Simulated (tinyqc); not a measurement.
# Subthreshold parameters from three currents

Problem. Far below threshold and for Vds well above Vt the virtual-source current tends to I = Cinv n Vt vx0 exp((Vgs - VT0 + dl Vds + al Vt)/(n Vt)) per width, with constant n; the three currents follow this limit. Find n, dl and VT0.

Parameters, values chosen for the exercise: temperature T = 325 K; inversion capacitance Cinv = 1.83 uF/cm^2; velocity at the virtual source vx0 = 7.95e6 cm/s; threshold shift (in units of Vt) from weak to strong inversion al = 3.5.

Constants: q = 1.602176634e-19 C, kB = 1.380649e-23 J/K, Vt = kB T/q. Results are converted to the units shown.

I at (Vgs, Vds) = (-0.2, 0.3), (-0.14, 0.3) and (-0.2, 0.95) V (nA/um): 0.10571699  0.74127901  2.8419024

Answer. The first two currents differ in Vgs alone and give n; the first and third differ in Vds alone and give dl; the size of the first then gives VT0.

n = 1.100
dl = 0.1560 V/V
VT0 = 0.3440 V

Numbers from tinyqc (`OMP_NUM_THREADS=1 python tinyqc.py 2380170 2380171 out.jsonl`; about 0.01 s on one thread of a shared Intel Xeon 2.30GHz).
